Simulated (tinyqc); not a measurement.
# Well width for a wanted wavelength

Problem. The layer is x parts of the first compound and 1 - x of the second, grown coherently on the second as substrate and barrier. Rows of the table: lattice constant a, average valence level Ea on an absolute scale, spin-orbit splitting so, gaps at Gamma, X and L, hydrostatic deformation potentials av and ac (Gamma), shear potential b, elastic constants, electron and heavy-hole (along z) masses. All are interpolated linearly in x; gaps get -C x (1 - x), taken wholly in the conduction band; real line-ups can differ from this model by 0.1 eV or more. In-plane strain e = (a_substrate - a)/a, e_z = -2 (c12/c11) e, volume change 2 e + e_z. With v = 2 e + e_z and d = 2 b (e_z - e): Eav = Ea + av v; E_hh = Eav + so/3 - d/2; E_lh = Eav - so/6 + d/4 + sqrt(so^2 + so d + 9 d^2/4)/2; E_c = Ea + so/3 + EG + ac v (Gamma). Substrate: E_v = Ea + so/3, E_c = E_v + EG. Well depths: dEc = E_c(substrate) - E_c, dEhh = E_hh - E_v(substrate), dElh likewise; strained Gamma gap E_c - max(E_hh, E_lh); positive values confine carriers in the layer. Lowest level of a finite well of width Lw and depth V: kw Lw/2 = arctan(sqrt((mw/mb)(V - E)/E)), kw = sqrt(mw E/C), C = hbar^2/(2 m0), for electrons (dEc) and heavy holes (dEhh), mb from the substrate; transition E_c - E_hh + both levels, without exciton binding; wavelength h c/E. Find Lw and the two levels.

Parameters, values chosen for the exercise: fraction of the first compound in the layer x = 0.24; bowing of the Gamma gap CG = 0.477 eV; bowing of the X gap CX = 1.4 eV; bowing of the L gap CL = 0.33 eV.

Constants: q = 1.602176634e-19 C, hbar = 1.054571817e-34 J s, h = 6.62607015e-34 J s, m0 = 9.1093837015e-31 kg, c = 299792458 m/s, hbar^2/(2 m0) = 0.0380998212 eV nm^2. Results are converted to the units shown.

Binary compounds, values chosen for the exercise:
```
	close to InAs	close to GaAs
a (angstrom)	6.058	5.653
Ea (eV)	-6.67	-6.92
so (eV)	0.382	0.339
EG (eV)	0.351	1.44
EX (eV)	1.35	1.88
EL (eV)	1.07	1.72
av (eV)	1	1.17
ac (eV)	-5.11	-7.25
b (eV)	-1.77	-1.7
c11 (GPa)	83.7	120
c12 (GPa)	44.9	54.6
me (m0)	0.0229	0.0672
mh (m0)	0.331	0.35
```

wavelength = 1032.7214 nm

Solution. Both levels fall steadily as the well widens, so the wavelength rises steadily and one width matches.

Lw = 13.8 nm
electron level = 19.9 meV
heavy-hole level = 4.29 meV

Numbers from tinyqc (`OMP_NUM_THREADS=1 python tinyqc.py 2690149 2690150 out.jsonl`; about 0.01 s on one thread of a shared Intel Xeon 2.30GHz).
